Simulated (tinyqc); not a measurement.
Resistive memory cell, filament-gap model with Joule heating: two steps of the calculation.

A tunnelling gap g separates the tip of a filament from the electrode. I = I0 exp(-g/g0) sinh(Vd/V0), with Vd = V - I Rs on the device; T = T0 + Rth Vd I at once; the gap closes as dg/dt = -nu exp(-q Ea/(kB T)) sinh(al q Vd/(kB T)). All constants are fitting values of a compact model.

Parameters, values chosen for the exercise:
```
symbol,value,unit,meaning
T0,358,K,ambient temperature
I0,0.47,mA,current scale
g0,0.26,nm,tunnelling length
V0,0.47,V,voltage scale
nu,1,m/s,attempt velocity
Ea,0.9,eV,activation energy
al,0.54,,barrier lowering per volt on the device
Rth,3.3e5,K/W,thermal resistance
Rs,1000,ohm,series resistance
V,1.31,V,pulse voltage
```

Constants: q = 1.602176634e-19 C, kB = 1.380649e-23 J/K. Results are converted to the units shown.

Task 1. Voltage on the device. I = I0 exp(-g/g0) sinh(Vd/V0); f = Vd + Rs I - V, f' = 1 + Rs (I0/V0) exp(-g/g0) cosh(Vd/V0), Vd(new) = Vd - f/f'.

Vd at the start = 1.31 V
g = 0.4 nm

Find: I; f'; Vd after iteration 1.

Result 1.

I = 816.12 uA
f' = 2.7496
Vd after iteration 1 = 1.0132 V

Task 2. Current, temperature and closing rate. I, T and dg/dt as above.

g = 0.4 nm
Vd = 0.94220936 V

Give: I; T; lowered barrier Ea - al Vd; -dg/dt.

Result 2.

I = 367.79 uA
T = 472.36 K
lowered barrier Ea - al Vd = 0.39121 eV
-dg/dt = 3.3498e-5 nm/ns

Numbers from tinyqc (`OMP_NUM_THREADS=1 python tinyqc.py 2880112 2880113 out.jsonl`; about 0.09 s on one thread of a shared Intel Xeon 2.30GHz).
